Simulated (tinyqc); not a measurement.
# From ratio R back to emission angle from the normal

Model: X-ray photoelectron analysis of a thin oxide on a semiconductor: attenuation lengths, thickness, angle series and band offsets. Computed by tinyqc, a small Python program. Command: `OMP_NUM_THREADS=1 python tinyqc.py 3110013 3110014 out.jsonl xps inv`. One thread of a shared host (Intel(R) Xeon(R) Processor @ 2.30GHz), about 0.01 s of CPU time with the checks.

The same element is seen in the oxide and in the substrate, at nearly the same kinetic energy; films are flat and uniform, and the work function is ignored.

Inputs (values chosen for the exercise, modelled on SiO2 on silicon):
```
quantity                                          value    unit
photon energy                                       650      eV
binding energy of the core level                   99.4      eV
oxide density                                      2.23  g/cm^3
oxide formula mass                                60.08   g/mol
valence electrons per oxide formula                  16       -
oxide gap                                          8.88      eV
substrate density                                  2.33  g/cm^3
substrate formula mass                            28.09   g/mol
valence electrons per substrate formula               4       -
substrate gap                                      1.12      eV
oxide thickness d                                   1.1      nm
attenuation length over inelastic mean free path   0.88       -
carbon overlayer                                   0.92      nm
```

Method:
- TPP-2M: lambda = E/(E_p^2 [b ln(c E) - C/E + D/E^2]) in angstrom, E_p = 28.8 sqrt(N_v rho/M), b = -0.10 + 0.944/sqrt(E_p^2 + E_g^2) + 0.069 rho^0.1, c = 0.191/sqrt(rho), U = N_v rho/M, C = 1.97 - 0.91 U, D = 53.4 - 20.8 U, with E = photon energy less binding energy in eV.
- Attenuation length L = factor x lambda.
- R_0 = (rho_o/M_o) L_o/((rho_s/M_s) L_s); peak ratio R = I_ox/I_sub = R_0 [exp(d/(L_o cos theta)) - 1]; hence d = L_o cos theta ln(1 + R/R_0). A carbon layer weakens both peaks alike, by exp(-d_C/(L_o cos theta)) if its L is taken equal to L_o. This R_0 leaves out intrinsic losses from the substrate peak, so calibrated values can be larger.

Task: A run gave the result below. Find the emission angle from the normal, known to lie between 48 and 67 degrees.

ratio R = 1.186781

Result:

Each step takes the trial c = (a f_b - b f_a)/(f_b - f_a), f being the result less the target and a, b, c the logarithms of the listed values; c replaces end b, the old b replaces a if the sign of f changed, and otherwise f_a is halved.

Scan of the range:
```
emission angle from the normal (degrees)  ratio R
48.0                                      0.93248
50.7                                      1.01708
53.6                                      1.13055
56.7                                      1.28793
60.0                                      1.51648
63.4                                      1.85806
67.0                                      2.43096
```

False position (Illinois rule, in the logarithm of the input) inside the bracket:
```
step    end a    end b    trial  ratio R
1     53.6000  56.7000  54.6877  1.18082
2     56.7000  54.6877  54.7978  1.18618
3     56.7000  54.7978  54.8196  1.18725
4     54.7978  54.8196  54.8100  1.18678
5     54.8196  54.8100  54.8100  1.18678
```

Ratio R rises at every point of a 13-point scan of the range (every second point is shown), so one value fits; it is bracketed by 53.6 and 56.7. Answer: emission angle from the normal = 54.81 degrees.
